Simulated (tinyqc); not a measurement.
Current of a Schottky diode by thermionic-emission-diffusion theory, and its read-back from I-V-T and C-V data: one step, computed by the program tinyqc. Command: `OMP_NUM_THREADS=1 python tinyqc.py 3013221 3013222 out.jsonl schottky walk`. One thread of a shared host (Intel(R) Xeon(R) Processor @ 2.30GHz), about 0.01 s of CPU time with the checks.

Full ionisation, no tunnelling, no recombination current. V is the voltage across the junction itself, forward positive.

Problem. Barrier at the given bias. N_c(T) = N_c (T/300 K)^(3/2); V_bi = phi_0 - (k_B T/e) ln(N_c(T)/N); surface field F = sqrt(2 e N (V_bi - V - k_B T/e)/(eps eps_0)); image lowering d_phi = sqrt(e F/(4 pi eps eps_0)); effective barrier phi = phi_0 - d_phi - sigma^2 (1 - rho V)/(2 k_B T).

Inputs (values chosen for the exercise, modelled on n-type amorphous oxide):

| quantity | value | unit |
|---|---|---|
| Richardson constant A* | 40.5 | A/(cm^2 K^2) |
| effective density of states at 300 K, N_c | 5.2e+18 | 1/cm^3 |
| permittivity eps | 10 | - |
| mobility mu | 8.2 | cm^2/(V s) |
| barrier without image force phi_0 (mean) | 0.768 | eV |
| doping N | 1.8e+16 | 1/cm^3 |
| junction voltage V | 0.41 | V |
| temperature T | 300 | K |
| standard deviation sigma | 56 | meV |
| relative change of sigma^2 with bias, rho | 0.58 | 1/V |

Barrier: Gaussian spread of heights.

Constants: k_B = 8.617333262e-05 eV/K; e = 1.602176634e-19 C; eps_0 = 8.8541878128e-12 F/m.

Give: built-in voltage V_bi; surface field F; image lowering; effective barrier phi.

Solution.

built-in voltage V_bi = 0.6215 V

surface field F = 34.78 kV/cm

image lowering = 22.38 meV

effective barrier phi = 0.6994 eV
